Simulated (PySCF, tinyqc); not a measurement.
RHF in the 3-21g basis, for H3-, spin multiplicity 1, step by step. The basis has no diffuse functions, so it cannot describe the extra electron: this is an exercise in the method, not the real anion. The lowest restricted solution is unstable here: a spin-polarised one lies 0.0003 hartree lower (PySCF). One step of it, computed by the program tinyqc.

Problem. Iteration 2: building the Fock matrix. J_ij = sum D_kl (ij|kl), K_ij = sum D_kl (ik|jl); F = H + J - 0.5 K; E = tr D H + tr D J / 2 - 0.25 tr D K + E_nn.

D after iteration 1, lower triangle:
```
,1H 1s,1H 2s,2H 1s,2H 2s,3H 1s,3H 2s
1H 1s,0.186061
1H 2s,0.420864,0.951983
2H 1s,0.029778,0.067375,0.010052
2H 2s,0.029829,0.067774,0.086632,1.272289
3H 1s,0.029689,0.067136,-0.000550,-0.077325,0.010053
3H 2s,0.028991,0.065274,-0.077434,-1.266191,0.086927,1.278697
```

core Hamiltonian H = T + V (hartree), lower triangle:
```
,1H 1s,1H 2s,2H 1s,2H 2s,3H 1s,3H 2s
1H 1s,-1.031032
1H 2s,-1.044181,-1.227877
2H 1s,-0.251334,-0.498223,-0.873358
2H 2s,-0.529241,-0.811495,-0.942585,-1.089655
3H 1s,-0.250863,-0.497801,-0.016118,-0.173439,-0.873142
3H 2s,-0.528837,-0.811090,-0.173460,-0.423129,-0.942447,-1.089496
```

Two-electron integrals (ij|kl) in chemists' order, unique and non-zero (hartree):
```
i,j,k,l,(ij|kl)
1,1,1,1,1.140145
2,1,1,1,0.611403
2,1,2,1,0.345152
2,2,1,1,0.626370
2,2,2,1,0.380329
2,2,2,2,0.482957
3,1,1,1,0.069420
3,1,2,1,0.041347
3,1,2,2,0.049591
3,1,3,1,0.008492
3,2,1,1,0.144500
3,2,2,1,0.091062
3,2,2,2,0.125044
3,2,3,1,0.020879
3,2,3,2,0.066661
3,3,1,1,0.429045
3,3,2,1,0.275555
3,3,2,2,0.400561
3,3,3,1,0.069420
3,3,3,2,0.259018
3,3,3,3,1.140145
4,1,1,1,0.259018
4,1,2,1,0.147571
4,1,2,2,0.165146
4,1,3,1,0.020879
4,1,3,2,0.047003
4,1,3,3,0.144500
4,1,4,1,0.066661
4,2,1,1,0.334475
4,2,2,1,0.206069
4,2,2,2,0.271601
4,2,3,1,0.034303
4,2,3,2,0.096962
4,2,3,3,0.334475
4,2,4,1,0.096962
4,2,4,2,0.179216
4,3,1,1,0.275555
4,3,2,1,0.176143
4,3,2,2,0.253674
4,3,3,1,0.041347
4,3,3,2,0.147571
4,3,3,3,0.611403
4,3,4,1,0.091062
4,3,4,2,0.206069
4,3,4,3,0.345152
4,4,1,1,0.400561
4,4,2,1,0.253674
4,4,2,2,0.361479
4,4,3,1,0.049591
4,4,3,2,0.165146
4,4,3,3,0.626370
4,4,4,1,0.125044
4,4,4,2,0.271601
4,4,4,3,0.380329
4,4,4,4,0.482957
5,1,1,1,0.069239
5,1,2,1,0.041242
5,1,2,2,0.049471
5,1,3,1,0.004453
5,1,3,2,0.010410
5,1,3,3,0.031938
5,1,4,1,0.017038
5,1,4,2,0.025498
5,1,4,3,0.020605
5,1,4,4,0.031068
5,1,5,1,0.008453
5,2,1,1,0.144320
5,2,2,1,0.090952
5,2,2,2,0.124910
5,2,3,1,0.010424
5,2,3,2,0.026709
5,2,3,3,0.084651
5,2,4,1,0.037984
5,2,4,2,0.065187
5,2,4,3,0.054646
5,2,4,4,0.083518
5,2,5,1,0.020811
5,2,5,2,0.066551
5,3,1,1,0.002056
5,3,2,1,0.001261
5,3,2,2,0.001597
5,3,3,1,0.000211
5,3,3,2,0.000530
5,3,3,3,0.001672
5,3,4,1,0.000605
5,3,4,2,0.001032
5,3,4,3,0.001055
5,3,4,4,0.001434
5,3,5,1,0.000210
5,3,5,2,0.000529
5,3,5,3,0.000010
5,4,1,1,0.043612
5,4,2,1,0.027405
5,4,2,2,0.037329
5,4,3,1,0.003390
5,4,3,2,0.008742
5,4,3,3,0.027683
5,4,4,1,0.011815
5,4,4,2,0.020592
5,4,4,3,0.017850
5,4,4,4,0.026961
5,4,5,1,0.006092
5,4,5,2,0.018955
5,4,5,3,0.000180
5,4,5,4,0.005712
5,5,1,1,0.428834
5,5,2,1,0.275424
5,5,2,2,0.400419
5,5,3,1,0.032004
5,5,3,2,0.084714
5,5,3,3,0.271977
5,5,4,1,0.115248
5,5,4,2,0.208363
5,5,4,3,0.175665
5,5,4,4,0.270887
5,5,5,1,0.069239
5,5,5,2,0.258795
5,5,5,3,0.001672
5,5,5,4,0.071807
5,5,5,5,1.140145
6,1,1,1,0.258795
6,1,2,1,0.147445
6,1,2,2,0.165008
6,1,3,1,0.017067
6,1,3,2,0.037997
6,1,3,3,0.115201
6,1,4,1,0.062282
6,1,4,2,0.087892
6,1,4,3,0.073850
6,1,4,4,0.107671
6,1,5,1,0.020811
6,1,5,2,0.046912
6,1,5,3,0.000604
6,1,5,4,0.014048
6,1,5,5,0.144320
6,1,6,1,0.066551
6,2,1,1,0.334267
6,2,2,1,0.205944
6,2,2,2,0.271445
6,2,3,1,0.025544
6,2,3,2,0.065217
6,2,3,3,0.208303
6,2,4,1,0.087913
6,2,4,2,0.148124
6,2,4,3,0.133133
6,2,4,4,0.195674
6,2,5,1,0.034207
6,2,5,2,0.096829
6,2,5,3,0.001032
6,2,5,4,0.028433
6,2,5,5,0.334267
6,2,6,1,0.096829
6,2,6,2,0.179038
6,3,1,1,0.043630
6,3,2,1,0.027416
6,3,2,2,0.037339
6,3,3,1,0.006107
6,3,3,2,0.018970
6,3,3,3,0.071807
6,3,4,1,0.014064
6,3,4,2,0.028448
6,3,4,3,0.041441
6,3,4,4,0.047417
6,3,5,1,0.003384
6,3,5,2,0.008736
6,3,5,3,0.000180
6,3,5,4,0.002908
6,3,5,5,0.027683
6,3,6,1,0.011810
6,3,6,2,0.020585
6,3,6,3,0.005712
6,4,1,1,0.149771
6,4,2,1,0.092845
6,4,2,2,0.124394
6,4,3,1,0.014357
6,4,3,2,0.039883
6,4,3,3,0.134142
6,4,4,1,0.042728
6,4,4,2,0.078728
6,4,4,3,0.084007
6,4,4,4,0.115772
6,4,5,1,0.014326
6,4,5,2,0.039852
6,4,5,3,0.000558
6,4,5,4,0.012618
6,4,5,5,0.134142
6,4,6,1,0.042695
6,4,6,2,0.078695
6,4,6,3,0.012618
6,4,6,4,0.040586
6,5,1,1,0.275424
6,5,2,1,0.176065
6,5,2,2,0.253590
6,5,3,1,0.020648
6,5,3,2,0.054686
6,5,3,3,0.175665
6,5,4,1,0.073882
6,5,4,2,0.133173
6,5,4,3,0.113442
6,5,4,4,0.174477
6,5,5,1,0.041242
6,5,5,2,0.147445
6,5,5,3,0.001055
6,5,5,4,0.041441
6,5,5,5,0.611403
6,5,6,1,0.090952
6,5,6,2,0.205944
6,5,6,3,0.017850
6,5,6,4,0.084007
6,5,6,5,0.345152
6,6,1,1,0.400419
6,6,2,1,0.253590
6,6,2,2,0.361387
6,6,3,1,0.031133
6,6,3,2,0.083581
6,6,3,3,0.270887
6,6,4,1,0.107727
6,6,4,2,0.195739
6,6,4,3,0.174477
6,6,4,4,0.264894
6,6,5,1,0.049471
6,6,5,2,0.165008
6,6,5,3,0.001434
6,6,5,4,0.047417
6,6,5,5,0.626370
6,6,6,1,0.124910
6,6,6,2,0.271445
6,6,6,3,0.026961
6,6,6,4,0.115772
6,6,6,5,0.380329
6,6,6,6,0.482957
```

nuclear repulsion = 1.13151311 hartree

Give: Coulomb J; exchange K; Fock matrix F; total energy of this density.

Solution.

Coulomb J (hartree), lower triangle:
```
,1H 1s,1H 2s,2H 1s,2H 2s,3H 1s,3H 2s
1H 1s,2.2227
1H 2s,1.3380,1.7192
2H 1s,0.1870,0.5139,1.7721
2H 2s,0.5914,1.0273,1.0995,1.5002
3H 1s,0.1866,0.5138,0.0061,0.1520,1.7735
3H 2s,0.5909,1.0271,0.1519,0.4833,1.1003,1.5011
```

exchange K (hartree), lower triangle:
```
,1H 1s,1H 2s,2H 1s,2H 2s,3H 1s,3H 2s
1H 1s,1.1587
1H 2s,1.0216,1.0817
2H 1s,0.2675,0.3739,0.5947
2H 2s,0.5595,0.6685,0.6130,0.7859
3H 1s,0.2669,0.3739,-0.0659,0.0296,0.5961
3H 2s,0.5588,0.6684,0.0294,0.2021,0.6144,0.7874
```

Fock matrix F (hartree), lower triangle:
```
,1H 1s,1H 2s,2H 1s,2H 2s,3H 1s,3H 2s
1H 1s,0.6123
1H 2s,-0.2170,-0.0495
2H 1s,-0.1981,-0.1713,0.6014
2H 2s,-0.2176,-0.1184,-0.1496,0.0176
3H 1s,-0.1977,-0.1710,0.0229,-0.0362,0.6023
3H 2s,-0.2173,-0.1182,-0.0363,-0.0408,-0.1493,0.0179
```

total energy of this density = -1.270007 hartree
